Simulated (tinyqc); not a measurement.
Worked calculation: RKS/BP86 in the 6-31g basis, for H-, spin multiplicity 1. The basis has no diffuse functions, so it cannot describe the extra electron: this is an exercise in the method, not the real anion. One step of it, computed by the program tinyqc.

Problem. Iteration 1: diagonalisation and new density. Diagonalise F' = X^T F X, C = X C', fill 1 alpha and 1 beta electrons from the bottom; D = 2 C_occ C_occ^T. Each column has its largest component positive (the first on a tie).

Kohn-Sham matrix F (hartree):
```
          1H 1s     1H 2s
1H 1s  0.666153  0.077143
1H 2s  0.077143  0.289341
```

X:
```
               1         2
1H 1s   1.209644  0.549104
1H 2s  -1.209644  0.549104
```

Give: F' = X^T F X; orbital energies; coefficients C; D after iteration 1.

Solution.

F' = X^T F X (hartree):
```
        1       2
1  1.1724  0.2503
2  0.2503  0.3346
```

orbital energies (hartree): MO1 0.2655, MO2 1.2414

coefficients C:
```
          MO1      MO2
1H 1s  0.2075   1.3121
1H 2s  0.8511  -1.0200
```

D after iteration 1:
```
        1H 1s   1H 2s
1H 1s  0.0861  0.3532
1H 2s  0.3532  1.4489
```
